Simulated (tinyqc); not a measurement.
Longitudinal sound in a periodic multilayer: transfer matrices, stop bands and folded phonons: one step, computed by the program tinyqc.

Layers 1 and 2 repeat with period d = d_1 + d_2; waves travel normal to the layers, without loss. State vector (u, s): displacement u and stress divided by omega. Impedances Z = rho v are in 1e6 kg/(m^2 s).

Problem. Transmission through N periods. A layer maps (u, s) by [[cos p, sin p/Z], [-Z sin p, cos p]], p = 2 pi f d_i/v_i; one period is M = M_2 M_1, and cos(q d) = trace(M)/2. For N periods A = M^N. A wave comes from a thick layer of material 1 and leaves into the substrate (Z_s): transmitted power T = 4 Z_1 Z_s/|Z_1 A_22 + Z_s A_11 - i (Z_1 Z_s A_12 - A_21)|^2, reflected power R = 1 - T.

Inputs (values chosen for the exercise, modelled on silica (layer 1), hafnia (layer 2) and silicon (substrate)):
```
quantity       value  unit
velocity v_1    6060   m/s
thickness d_1    351    nm
velocity v_2    5410   m/s
thickness d_2    535    nm
periods N          4     -
frequency f      2.3   GHz
```

M:
```
             1           2
1  -0.09661249  0.02070311
2    -35.54907   -2.732813
```

Z_2 = 51.5032

Z_1 = 13.3926

Z of the substrate = 19.9554

Give: A = M^N; transmitted power T; T in decibel.

Solution.

A = M^N:
```
        1        2
1  -5.364  -0.3518
2   604.1    39.43
```

transmitted power T = 0.001608

T in decibel = -27.94 dB
